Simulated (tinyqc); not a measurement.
Convergence with the plane-wave basis: k.p theory built from an empirical-pseudopotential calculation at Gamma.

Empirical pseudopotential on the fcc lattice, atoms at +/- tau, tau = a (1,1,1)/8, no spin-orbit coupling. H(G,G') = c (2 pi/a)^2 |k + G|^2 delta + VS(q) cos(q.tau) + i VA(q) sin(q.tau), q = G - G', c = hbar^2/2m0; k and G in units of 2 pi/a; VS at |q|^2 = 3, 8, 11 and VA at 3, 4, 11, in rydberg, zero elsewhere. The basis holds all G with |G|^2 up to a cut-off. Energies are counted from the fourth level at Gamma.

For a multiplet A of d_A states, W(B) = (4 c/(3 d_A)) sum over n in A, m in B and i = x, y, z of |<n|G_i|m>|^2 (G in 1/angstrom, <n|G_i|m> = sum_G c_n(G)* G_i c_m(G)); the mean inverse mass of A is 1 + sum_B W(B)/(E_A - E_B). Multiplets with W = 0 are left out.

Valence parameters: D(u) = c + 4 c^2 sum_m <n|u.G|m><m|u.G|n'>/(0 - E_m) on the valence triplet, in units of c, has eigenvalues L, M, M along [100] and (L + 2M + 2N)/3, (L + 2M - N)/3 twice along [111]; g1 = -(L + 2M)/3, g2 = -(L - M)/6, g3 = -N/6.

Constants: hbar^2/2m0 = 3.80998211 eV angstrom^2; Ry = 13.60569312 eV.

Parameters, chosen for this exercise (out of a larger set: near those of ZnSe; not measured data): a = 5.664 angstrom (lattice constant); VS = (-0.234, 0.029, 0.062) Ry (symmetric form factors); VA = (0.175, 0.118, 0.029) Ry (antisymmetric form factors).

E_s is the lowest empty singlet, Ep its W to the valence triplet, m its mass.

Results:

| cut-off | plane waves | E_s (eV) | Ep (eV) | m (m0) | g1 | g2 | g3 |
|---|---|---|---|---|---|---|---|
| 8 | 27 | 3.292 | 13.41 | 0.1991 | 1.92 | 0.46 | 0.82 |
| 11 | 51 | 3.163 | 14.14 | 0.1853 | 2.10 | 0.59 | 0.84 |
| 12 | 59 | 3.213 | 14.20 | 0.1874 | 2.14 | 0.55 | 0.86 |
| 16 | 65 | 3.217 | 14.24 | 0.1871 | 2.15 | 0.56 | 0.86 |
| 19 | 89 | 3.225 | 14.24 | 0.1875 | 2.15 | 0.55 | 0.85 |
| 20 | 113 | 3.245 | 14.23 | 0.1887 | 2.14 | 0.55 | 0.85 |
| 24 | 137 | 3.249 | 14.23 | 0.1890 | 2.14 | 0.55 | 0.85 |

What does the comparison show, and why?

Against the last row, E_s errs most, by -0.086 eV, at cut-off 11, and by -0.004 eV in the last row but one. Ep varies by 5.9 % over the table and m by 7.3 %: the mass, near E_s/Ep, inherits the errors of both. Local form factors fix the converged values only roughly. The gap is a difference of two levels, so it need not converge steadily, and here it does not.

Program tinyqc; command `OMP_NUM_THREADS=1 python tinyqc.py 1050794 1050795 out.jsonl`; about 0.8 s on one thread of a shared Intel(R) Xeon(R) Processor @ 2.30GHz.
